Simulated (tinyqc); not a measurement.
Gated graphene: carriers, quantum capacitance and optical conductivity: sweeps and comparisons. A value that a table varies takes the place of the one given here.

Cones E = +/- hv |k|, four flavours, D(E) = 2|E|/(pi hv^2). n = (2/pi)(kT/hv)^2 F_1(mu/kT), p = (2/pi)(kT/hv)^2 F_1(-mu/kT), in 1/angstrom^2 (1e16 for 1/cm^2); F_1(eta) = integral_0^infinity x dx/(1 + exp(x - eta)). Cq/e^2 = d(n - p)/d mu = (2 kT/(pi hv^2)) ln(2 + 2 cosh(mu/kT)).

Gate: V = mu/e + e (n - p)/Cox with Cox/e^2 = k/(4 pi e2 t), t in angstrom, e2 = e^2/(4 pi eps0); 1/(eV angstrom^2) in C/e^2 equals 1602.176634 microfarad/cm^2; total 1/C = 1/Cox + 1/Cq.

Conductivity over sigma0 = e^2/(4 hbar): interband Re = sinh(E/2kT)/(cosh(mu/kT) + cosh(E/2kT)); intraband Re = (8 kT/pi) ln(2 cosh(mu/2kT)) Gm/(E^2 + Gm^2). A free sheet absorbs about pi alpha_f Re(sigma/sigma0), alpha_f the fine-structure constant (alpha among the constants).

Constants: kB = 8.617333262e-05 eV/K; e^2/(4 pi eps0) = 14.39964547 eV angstrom; fine-structure constant alpha = 0.007297352564.

Values chosen for the exercise (Fermi velocity near that of graphene, gate dielectric near hBN; not measured data): hv = 6.66 eV angstrom (hbar vF); T = 300 K; k = 3.56 (dielectric constant of the gate layer); t = 5 nm (its thickness); Gm = 10 meV (intraband damping); V = -0.35 V (gate voltage from the neutrality point).

## Gate sweep

Results:
```
V (V),mu (eV),n - p (1/cm^2),n + p (1/cm^2),Cq (microfarad/cm^2),C/Cox,Cox V/e (1/cm^2)
0,0.0000,0,1.58e+11,0.824,0.567,0
0.010,0.0043,2.23e+10,1.59e+11,0.828,0.568,3.93e+10
0.028,0.0120,6.28e+10,1.68e+11,0.856,0.576,1.10e+11
0.070,0.0291,1.61e+11,2.19e+11,1.00,0.614,2.75e+11
0.14,0.0536,3.40e+11,3.64e+11,1.37,0.685,5.51e+11
0.24,0.0813,6.24e+11,6.32e+11,1.92,0.753,9.44e+11
0.35,0.1060,9.60e+11,9.63e+11,2.46,0.796,1.38e+12
0.52,0.1371,1.51e+12,1.51e+12,3.16,0.834,2.05e+12
0.77,0.1745,2.34e+12,2.34e+12,4.01,0.864,3.03e+12
```

At neutrality n + p = 1.58e+11 1/cm^2 of thermal carriers remain and C/Cox = 0.567; at the last row C/Cox = 0.864 and the plain capacitor rule overstates n - p by 29.3 %. Between the last two rows mu goes as V^0.61; for |mu| well above kT the limits are 1/2 where Cox is small against Cq and 1 where it is large.

## Absorption spectrum

mu = -0.10595 eV

Results:
```
E (eV),interband,intraband,absorption (%)
0.021,0.0134,2.5137,5.793
0.042,0.0287,0.7296,1.738
0.074,0.0610,0.2439,0.699
0.106,0.1121,0.1200,0.532
0.148,0.2242,0.0618,0.656
0.180,0.3499,0.0418,0.898
0.212,0.5002,0.0302,1.216
0.244,0.6502,0.0228,1.543
0.275,0.7720,0.0180,1.811
0.339,0.9211,0.0118,2.139
0.424,0.9837,0.0076,2.273
0.636,0.9997,0.0034,2.300
```

The edge lies at 2|mu| = 0.212 eV and, for |mu| above about 3 kT (here 4.1), rises from 10 % to 90 % over about 8.8 kT = 0.227 eV. The absorption is lowest, 0.532 %, at 0.106 eV of those listed, between the Drude tail and the edge; at the last row it is 2.300 % against pi alpha_f = 2.293 %. The thin-sheet formula fails where the absorption is large, and trigonal warping matters above about 1.5 eV.

## What moves the Fermi level

All results formed anew. Each row changes one parameter from the base and keeps the others.

Results:
```
case,mu (eV),n - p (1/cm^2),C/Cox
base,-0.1060,-9.603e+11,0.7957
V = -0.455 V,-0.1260,-1.295e+12,0.8217
t = 3.5 nm,-0.1245,-1.268e+12,0.7613
k = 4.27,-0.1152,-1.108e+12,0.7788
hv = 7.33 eV angstrom,-0.1157,-9.218e+11,0.7779
T = 400 K,-0.1002,-9.828e+11,0.7912
```

The largest shifts from the base row, up to three for each result and ties (the steps differ in size, so this ranks the rows, not the parameters). mu (eV): V -0.0200, t -0.0185, hv -0.0098. n - p (1/cm^2): V -3.34e+11, t -3.08e+11, k -1.48e+11. C/Cox: t -0.0345, V +0.0260, hv -0.0179.

Computed by tinyqc, a small Python program: `OMP_NUM_THREADS=1 python tinyqc.py 1651082 1651083 out.jsonl` (the numbers bound the seed that draws the inputs); one thread of a shared host (Intel(R) Xeon(R) Processor @ 2.30GHz), about 0.01 s for the whole set of steps.
